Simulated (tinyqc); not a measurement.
## Shape of the distribution and failure rate

For F(t) = 1 - exp(-(t/t63)^beta): mean t63 Gamma(1 + 1/beta), median t63 (ln 2)^(1/beta), deviation t63 sqrt(Gamma(1 + 2/beta) - Gamma(1 + 1/beta)^2), failure rate (beta/t63)(t/t63)^(beta - 1).

Parameters, values chosen for the exercise:
- t63 = 1900 s (characteristic time of a test capacitor)

Shape of the distribution and failure rate:

| beta | mean (s) | median (s) | deviation/mean | rate at 0.01 t63 (1/s) | rate at t63 (1/s) |
|---|---|---|---|---|---|
| 0.5 | 3800 | 912.9 | 2.236 | 0.002632 | 2.632e-4 |
| 0.7 | 2405 | 1126 | 1.462 | 0.001467 | 3.684e-4 |
| 1 | 1900 | 1317 | 1.000 | 5.263e-4 | 5.263e-4 |
| 1.3 | 1755 | 1433 | 0.7757 | 1.719e-4 | 6.842e-4 |
| 1.7 | 1695 | 1532 | 0.6055 | 3.562e-5 | 8.947e-4 |
| 2.2 | 1683 | 1608 | 0.4798 | 4.610e-6 | 0.001158 |
| 3 | 1697 | 1681 | 0.3634 | 1.579e-7 | 0.001579 |
| 4 | 1722 | 1734 | 0.2805 | 2.105e-9 | 0.002105 |

What does the table show?

The relative spread falls from 2.24 to 0.281. For beta < 1 the rate falls with time (early failures), at 1 it is constant, 5.26e-4 1/s, and above 1 it grows (wear-out): the early rate goes from 10.0 times the rate at t63 to 1.00e-6 times.

Program tinyqc, `OMP_NUM_THREADS=1 python tinyqc.py 2070168 2070169 out.jsonl`; Intel Xeon 2.30GHz, shared host, one thread, about 0.01 s.
